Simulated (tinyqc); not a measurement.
Worked calculation: the 3-omega method: a line heater on a substrate with a thin film. Computed by tinyqc, a small Python program that keeps every step. Command: `OMP_NUM_THREADS=1 python tinyqc.py 3018024 3018025 out.jsonl threeomega walk`. One thread of a shared host (Intel(R) Xeon(R) Processor @ 2.30GHz), about 0.01 s of CPU time with the checks. Intermediate numbers are printed to about 6 digits and carried at full precision; extremes and crossings named in words are read from the listed rows.

A current at angular frequency omega = 2 pi f heats the line at 2 omega with the amplitude P per length; the temperature swing Delta T at 2 omega gives a voltage at 3 omega. The substrate is taken as semi-infinite and isotropic, and the heat capacity of heater and film is left out.

Inputs (values chosen for the exercise, modelled on a low-k dielectric on gallium arsenide):
```
quantity                                    value           unit
substrate conductivity kappa                 45.8        W/(m K)
substrate heat capacity C                    1.72  1e6 J/(m^3 K)
heater half-width b                           5.7     micrometre
power amplitude per length P                   17            W/m
current frequency f                          2100             Hz
film thickness t                               35             nm
film conductivity kappa_f                    0.39        W/(m K)
interface resistance R_i                       16       m^2 K/GW
substrate thickness d_s                      1000     micrometre
temperature coefficient of resistance beta    2.9         1e-3/K
voltage amplitude V_1                         2.3              V
```

## Penetration depth

D = kappa/C; q = sqrt(2 i omega/D); penetration depth 1/|q| = sqrt(D/(2 omega)).

diffusivity D = 26.6279 mm^2/s

penetration depth = 31.7654 micrometre

|q| b = 0.179441

penetration depth / d_s = 0.0317654

## Temperature swing of the bare substrate

Delta T_s = (P/(pi kappa)) int_0^infinity (sin x/x)^2 / sqrt(x^2 + (q b)^2) dx with (q b)^2 = i |q b|^2, averaged over the heater width (12 Gauss-Legendre points on each of the pieces 0, 14 log-spaced edges from 1e-5 to 1, and multiples of pi to 40 pi; the tail adds 1/(4 (40 pi)^2)). For |q| b much below 1: Delta T_s = (P/(pi kappa)) [-ln(|q| b) + eta - i pi/4], eta = 3/2 - C_E = 0.92278, with Euler's C_E = 0.5772157.

in-phase Delta T_s = 0.312490 K

out-of-phase Delta T_s = -0.0910660 K

in-phase, narrow-line form = 0.311998 K

out-of-phase, narrow-line form = -0.0927948 K

The narrow-line form misses the in-phase part by -0.16 % and the out-of-phase part by +1.9 % at |q| b = 0.179.

## The film adds a constant step

One-dimensional flow across the film: Delta T_f = P (t/kappa_f + R_i)/(2 b); total in-phase swing Delta T = Delta T_s + Delta T_f; third-harmonic amplitude V_3 = V_1 beta |Delta T|/2 with the out-of-phase part included; the apparent film conductivity is t/(t/kappa_f + R_i).

Delta T_f = 0.157688 K

total in-phase swing = 0.470178 K

V_3 = 1.59718 mV

apparent film conductivity = 0.330989 W/(m K)

film share of the in-phase swing = 0.335379

The interface lowers the apparent conductivity by 15 %. The film gives a large part of the signal.

## Conductivity from the slope

Take the in-phase swing at f and at 2f; in the narrow-line limit kappa = P ln 2/(2 pi [Delta T(f) - Delta T(2f)]), whatever the film and the heater width.

in-phase Delta T_s at 2f = 0.272025 K

kappa from the slope = 46.3460 W/(m K)

error of the slope method = 1.19206 %

## The window of frequencies

The slope value uses each f and 2f: kappa = P ln 2/(2 pi [Delta T(f) - Delta T(2f)]).

Bare substrate; columns: (1) f (Hz); (2) penetration depth (micrometre); (3) |q| b; (4) in-phase (K); (5) out-of-phase (K); (6) narrow-line form (K); (7) kappa from the slope (W/(m K)):
```
(1)            (2)         (3)        (4)         (5)         (6)      (7)
0.65       1805.54  0.00315695   0.789352  -0.0927934    0.789352  45.8002
6.5        570.962  0.00998316   0.653328  -0.0927837    0.653327  45.8017
65         180.554   0.0315695   0.517317  -0.0927072    0.517302  45.8172
330        80.1321   0.0711325   0.421400  -0.0924311    0.421322  45.8871
1300       40.3731    0.141183   0.340634  -0.0916308    0.340329  46.1400
6500       18.0554    0.315695   0.246745  -0.0885424    0.245251  47.4508
26000      9.02770    0.631390   0.168968  -0.0810559    0.163356  52.0536
130000     4.03731     1.41183  0.0910884  -0.0618411   0.0682784  73.8822
650000     1.80554     3.15695  0.0415993  -0.0356433  -0.0267991  153.643
3.90e+06  0.737108     7.73292  0.0169705  -0.0159826   -0.132647  377.303
```

The slope gives kappa within 1 % up to |q| b = 0.14 (f = 1300 Hz) among these rows. The penetration depth stays under d_s/5 = 200 micrometre from f = 65 Hz up, so a usable window lies between the two. At high f the flow turns one-dimensional: in-phase and out-of-phase parts become equal in size (ratio 0.94 in the last row) and fall as f^(-1/2) (exponent -0.50).

Checks made by the program: narrow-line limit at |q| b = 0.002 (relative difference 7e-07).
